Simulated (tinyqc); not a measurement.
# Gated graphene, quantum capacitance, step by step

Numbers from tinyqc (`OMP_NUM_THREADS=1 python tinyqc.py 2200014 2200015 out.jsonl`; about 0.01 s on one thread of a shared Intel Xeon 2.30GHz). Printed values are rounded.

phi is the Fermi level above the Dirac point, in volts; Vg is counted from the gate voltage of charge neutrality. Ideal linear bands, no charge puddles.

Parameters, values chosen for the exercise; values close to those of graphene:
- T = 77 K (temperature)
- eox = 3.9 (relative permittivity of the gate insulator (close to silicon dioxide))
- tox = 4.4 nm (insulator thickness)
- vF = 9.55e5 m/s (Fermi velocity)
- Dit = 0 cm^-2 eV^-1 (density of traps)
- Vg = -1.02 V (gate voltage)

Constants: q = 1.602176634e-19 C, kB = 1.380649e-23 J/K, hbar = 1.054571817e-34 J s, Vt = kB T/q, eps0 = 8.8541878128e-14 F/cm where lengths are in cm. Results are converted to the units shown.

## Gate capacitance

Cox = eps0 eox/tox.

Cox = 0.784803 uF/cm^2

## Starting value

phi = Vg.

phi at the start = -1.02 V

## Iteration 1: new phi

N0 = (2/pi)(kB T/(hbar vF))^2; n = N0 F1(phi/Vt), p = N0 F1(-phi/Vt), F1(e) = int_0^infinity u du/(1 + exp(u - e)) = -Li2(-exp(e)); Cq = q d(n - p)/dphi = (q N0/Vt) ln[2 (1 + cosh(phi/Vt))]. Newton: f = phi + q (n - p + Dit phi)/Cox - Vg, phi(new) = phi - f/(1 + (Cq + q Dit)/Cox).

n = 1.23075e-57 cm^-2
p = 8.38248e13 cm^-2
Cq = 26.3301 uF/cm^2
f = -17.1129 V
phi after iteration 1 = -0.524692 V

## Iteration 2: new phi

As before.

n = 3.22764e-25 cm^-2
p = 2.21896e13 cm^-2
Cq = 13.5443 uF/cm^2
f = -4.03470 V
phi after iteration 2 = -0.303712 V

## Iteration 3: new phi

As before.

n = 9.38420e-11 cm^-2
p = 7.44248e12 cm^-2
Cq = 7.83997 uF/cm^2
f = -0.803096 V
phi after iteration 3 = -0.230635 V

## Course of the iteration

Stop when the step is below 1e-10 V, or after 40 iterations.

Course of the iteration:
```
iteration,phi before the step (V),step (V)
1,-1.02,0.495
2,-0.524692,0.221
3,-0.303712,0.0731
4,-0.230635,0.0102
5,-0.220406,2.09e-4
6,-0.220198,8.68e-8
7,-0.220198,< 1e-13
```

Converged in 7 iterations.

## Charge and capacitances at the solution

converged phi = -0.220198 V

N0 = (2/pi)(kB T/(hbar vF))^2; n = N0 F1(phi/Vt), p = N0 F1(-phi/Vt), F1(e) = int_0^infinity u du/(1 + exp(u - e)) = -Li2(-exp(e)); Cq = q d(n - p)/dphi = (q N0/Vt) ln[2 (1 + cosh(phi/Vt))]. 1/C_G = 1/Cox + 1/(Cq + q Dit); dphi/dVg = Cox/(Cox + Cq + q Dit).

n - p = -3.91772e12 cm^-2
Cq = 5.68414 uF/cm^2
C_G = 0.689592 uF/cm^2
dphi/dVg = 0.121319

Cq is 7.24 times Cox, so C_G is 87.9 % of Cox; 21.6 % of the gate voltage has gone into phi.
